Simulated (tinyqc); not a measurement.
Comparisons within one model: donor near an oxide interface in a gate field (two-state model). A value that a table varies takes the place of the one given here.

Interface at z = 0 (hard wall), donor at z = d, field F pulling electrons to the interface: potential e F z; 1 kV/cm = 1e-5 eV/angstrom, c = hbar^2/2m0, q = e^2/(4 pi eps0), Q = (eps - eo)/(eps + eo). Donor state: E_D = e F d - ED - q Q/(4 eps d), the last term joining the images of ion and electron. Interface state: z exp(-b z/2) exp(-rho^2/(2 L^2)) with E_z = c b^2/(4 mz) + 3 e F/b + q Q b/(8 eps), minimised over b; in the plane at z = 3/b the ion (distance D = d - 3/b) and its image (D' = d + 3/b) give E_rho = c/(mt L^2) - (q/eps)(sqrt(pi)/L)[erfcx(D/L) + Q erfcx(D'/L)], erfcx(x) = exp(x^2) erfc(x), minimised over L. E_I = E_z + E_rho.

The two states couple by t = t0 exp(-D/aD) with t0 = q/(eps aD) (2 aD/L) sqrt(aD b/2) v, v a valley factor; this form is an estimate. With detuning u = E_D - E_I the splitting is sqrt(u^2 + 4 t^2) and the lower state has weight (1 - u/sqrt(u^2 + 4 t^2))/2 on the donor.

Constants: hbar^2/2m0 = 3.80998211 eV angstrom^2; e^2/(4 pi eps0) = 14.39964547 eV angstrom.

Parameters, chosen for this exercise (near those of a donor in Si below SiO2, static dielectric constants; shifted at random, so the results belong to these values and not to a real crystal):
```
symbol  value                                                     unit      meaning
d       80                                                        angstrom  depth of the donor
ED      31.5                                                      meV       bulk binding energy
mz      0.934                                                     m0        mass across the interface
mt      0.191                                                     m0        mass in the plane
eps     11.5                                                                dielectric constant of the semiconductor
eo      3.9                                                                 dielectric constant of the oxide
aD      21                                                        angstrom  donor radius
v       0.46                                                                valley factor
Fl      (52.564, 60.777, 64.062, 65.705, 67.347, 70.633, 78.846)  kV/cm     fields
dl      (65, 90, 120, 155, 200, 250)                              angstrom  depths
```

## Sweeping the field

Both levels, the splitting, the donor weight and the mean depth w d + (1 - w) 3/b.

Results:
```
F (kV/cm)  E_D (meV)  E_I (meV)  splitting (meV)  donor weight  mean depth (angstrom)
52.564         8.620     13.919             6.87         0.886                   75.1
60.777        15.191     17.248             4.51         0.728                   67.8
64.062        17.819     18.513             3.96         0.588                   61.2
65.705        19.133     19.133             3.84         0.500                   57.1
67.347        20.447     19.745             3.86         0.409                   52.7
70.633        23.075     20.947             4.27         0.251                   45.0
78.846        29.646     23.840             6.78         0.072                   35.4
```

E_D rises by 0.80 and E_I by 0.38 meV per kV/cm, so they cross once, near 65.7 kV/cm, where the splitting is 2t = 3.84 meV. The donor weight passes from 0.85 to 0.15 while the detuning goes from -2t to 2t, a window of 18 kV/cm or 28 % of the field; across the table the charge moves by 40 angstrom.

## Depth of the donor

Critical field, and the coupling, E_rho and L at that field.

Results:
```
d (angstrom)  critical field (kV/cm)  e F d/ED  t (meV)  E_rho (meV)  L (angstrom)
65                              86.0     1.774      4.1       -21.67            56
90                              56.7     1.619      1.2       -16.13            71
120                             39.9     1.519     0.27       -12.39            88
155                             29.4     1.448    0.051        -9.79           106
200                             21.9     1.390   0.0061        -7.73           127
250                             17.0     1.346  0.00059        -6.28           149
```

The critical field falls from 86 to 17 kV/cm, with exponent -1.20 in d, while t drops by a factor 7e+03, about e for each 21 angstrom at the end (aD = 21). One lattice plane (1.36 angstrom) of misplacement changes t by 6 % and the critical field by about 1.4 % at 120 angstrom.

## What each parameter does

Critical field (E_D = E_I), and t and L there. Each row changes one parameter from the base and keeps the others.

Results:
```
case                critical field (kV/cm)  t (meV)  L (angstrom)
base                                  65.7     1.92          65.0
d = 70 angstrom                       78.0     3.19          58.9
ED = 37.5 meV                         79.3     1.75          66.4
aD = 23.1 angstrom                    65.7     2.46          65.0
mz = 0.794 m0                         68.3     2.00          64.4
mt = 0.22 m0                          64.1     2.07          61.0
eo = 5.8                              63.1     1.83          66.5
eps = 12.2                            68.0     1.73          66.8
```

The largest shifts from the base row, up to three for each result and ties (the steps differ in size, so this ranks the rows, not the parameters). critical field (kV/cm): ED +13.6, d +12.3, mz +2.6, eo -2.6; unchanged at the printed digits by aD. t (meV): d +1.27, aD +0.536, eps -0.188. L (angstrom): d -6.1, mt -4.0, eps +1.9; unchanged at the printed digits by aD.

Program tinyqc; command `OMP_NUM_THREADS=1 python tinyqc.py 1252408 1252409 out.jsonl`; about 0.08 s on one thread of a shared Intel(R) Xeon(R) Processor @ 2.30GHz.
